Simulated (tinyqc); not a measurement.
Inside a calculation. Method: Hubbard chain of 3 sites. One step of it, computed by the program tinyqc.

Question. Mean-field iteration 3. H(up) = T + U n(down), H(down) = T + U n(up); fill the lowest levels; n(new) = n + mixing (n(out) - n); E = tr T (rho up + rho down) + U sum n_up n_down of the output.

one-body matrix (hopping and site energies) (eV), order 1, 2, 3:
$$\begin{pmatrix}
-0.450000 & -1.750000 & 0.000000 \\
-1.750000 & -0.550000 & -1.750000 \\
0.000000 & -1.750000 & 0.310000
\end{pmatrix}$$

U = 6.600000 eV

electrons, up and down: [2, 1]

mixing = 0.500000

n(up) after iteration 2: 1 0.949107, 2 0.170569, 3 0.934574

n(down) after iteration 2: 1 0.052447, 2 0.851150, 3 0.042154

Give: levels, up; levels, down; energy; n(up) after iteration 3; n(down) after iteration 3.

Answer.

levels, up (eV): [-0.891, 0.329, 6.114]

levels, down (eV): [-0.367, 6.055, 7.180]

energy = -2.483 eV

n(up) after iteration 3: 1 0.941, 2 0.161, 3 0.925

n(down) after iteration 3: 1 0.061, 2 0.862, 3 0.050
